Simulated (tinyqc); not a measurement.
Tunnelling through a thin dielectric with one trap, as a tight-binding chain, step by step. Values are carried at full precision from step to step, so a last printed digit may differ when a step is redone from the rounded ones.

Hopping -t everywhere, t = c/(m a^2), c = hbar^2/2m0; lead sites at 2t (band bottom 0), barrier sites 1 to N at 2t + phi, and site j has U besides. No voltage. Leads give S = -t exp(ika) on sites 1 and N, cos(ka) = 1 - E/(2t). T = (2 t sin(ka))^2 |G_1N|^2, G = (E - H - S)^-1. In the barrier cosh(q a) = 1 + (phi - E)/(2t).

Constants: hbar^2/2m0 = 3.80998211 eV angstrom^2; hbar = 6.58211957e-16 eV s.

Parameters, chosen for this exercise (barrier and mass of the size used for Al2O3 on silicon; not measured data): a = 3 angstrom (site spacing); m = 0.27 m0 (mass, the same in leads and barrier); phi = 1.98 eV (conduction edge of the barrier above that of the leads); U = -2.76 eV (extra energy on the trap site); E = 0.76 eV (electron energy); N = 7 (barrier sites); j = 5 (site of the trap).

## Scales

Form t, ka, q a, and the level of the trap in an endless barrier, Eb = phi + 2t - sqrt(4 t^2 + U^2).

t = 1.5679 eV
ka = 0.71111 rad
q a = 0.85576
Eb = 0.9384 eV

## The matrix E - H - S

Fill it in.

E - H - S (eV):
```
                 1        2        3        4        5        6
1  -3.1679+1.0233i   1.5679   0.0000   0.0000   0.0000   0.0000
2           1.5679  -4.3558   1.5679   0.0000   0.0000   0.0000
3           0.0000   1.5679  -4.3558   1.5679   0.0000   0.0000
4           0.0000   0.0000   1.5679  -4.3558   1.5679   0.0000
5           0.0000   0.0000   0.0000   1.5679  -1.5958   1.5679
6           0.0000   0.0000   0.0000   0.0000   1.5679  -4.3558
7           0.0000   0.0000   0.0000   0.0000   0.0000   1.5679

                 7
1           0.0000
2           0.0000
3           0.0000
4           0.0000
5           0.0000
6           1.5679
7  -3.1679+1.0233i
```

## Transmission

Invert the matrix; T = (2 t sin(ka))^2 |G_1N|^2.

first row of G (1/eV): -0.3451-0.1439i  -0.1534-0.06543i  -0.08104-0.03791i  -0.07174-0.03989i  -0.1183-0.07290i  -0.04862-0.03431i  -0.01682-0.02242i

T = 0.003290

Without the trap T is 2.49e-05: the trap changes it by a factor 132 at this energy.

## The resonance

Resonance: the lowest eigenvalue of H + S(E), iterated until its real part equals E (40 rounds from Eb = phi + 2t - sqrt(4t^2 + U^2), the level in an endless barrier). With v the normalised squared amplitudes of that state, Gamma_L = 2 t sin(ka) v_1, Gamma_R = 2 t sin(ka) v_N; Breit-Wigner T = Gamma_L Gamma_R/((E - Er)^2 + (Gamma_L + Gamma_R)^2/4).

Find Er, the two widths, the peak height 4 Gamma_L Gamma_R/(Gamma_L + Gamma_R)^2 and the escape time hbar/(Gamma_L + Gamma_R).

Er = 0.9401 eV

widths (meV): left 2.921, right 69.93

peak height = 0.1540
escape time = 9.03 fs

squared amplitudes: 0.0013  0.0057  0.0277  0.1356  0.6632  0.1353  0.0312

The nearby leads move the level 1.7 meV above its value in an endless barrier. The trap is closer to the right lead, which takes 96.0 % of the escapes.

## Checks

- T at Er from the chain against the Breit-Wigner peak: 0.153 against 0.154.
- T without trap against the closed form for a lattice barrier: both 2.489e-05.

Program tinyqc; command `OMP_NUM_THREADS=1 python tinyqc.py 1450521 1450522 out.jsonl`; about 0.04 s on one thread of a shared Intel(R) Xeon(R) Processor @ 2.30GHz.
